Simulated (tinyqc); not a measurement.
Specific resistance of a metal-semiconductor contact and its transmission-line measurement: one step, computed by the program tinyqc.

The barrier is parabolic (depletion approximation), energies E are normal energies counted from the band edge in the neutral semiconductor (downwards for holes), and the bias is zero. xi is an input, held fixed when other inputs move.

Question. Tunnelling energy and barrier. E_00 = (e hbar/2) sqrt(N/(eps eps_0 m)); band bending E_b = phi_B + xi; depletion width w = sqrt(2 eps eps_0 E_b/(e^2 N)). Image lowering d_phi = (e^3 N E_b/(8 pi^2 (eps eps_0)^3))^(1/4) (E_b in volts), and E_b - d_phi replaces E_b everywhere except in w.

Inputs (values chosen for the exercise, modelled on n-type silicon): tunnelling mass m = 0.32 m_0; permittivity eps = 11.7; barrier height phi_B = 0.54 eV; doping N = 6.8e+19 1/cm^3; Fermi level above the band edge in the bulk, xi = 0.051 eV; temperature T = 200 K.

Image-force lowering: included.

Constants: hbar = 1.054571817e-34 J s; eps_0 = 8.8541878128e-12 F/m; m_0 = 9.1093837015e-31 kg; k_B = 8.617333262e-05 eV/K; e = 1.602176634e-19 C.

Give: E_00; E_00/k_B T; depletion width; barrier used, above the bulk band edge.

Answer.

E_00 = 79.125 meV

E_00/k_B T = 4.5910

depletion width = 3.3525 nm

barrier used, above the bulk band edge = 0.38269 eV

By the usual rule this is thermionic-field emission (0.5 to 5 k_B T).
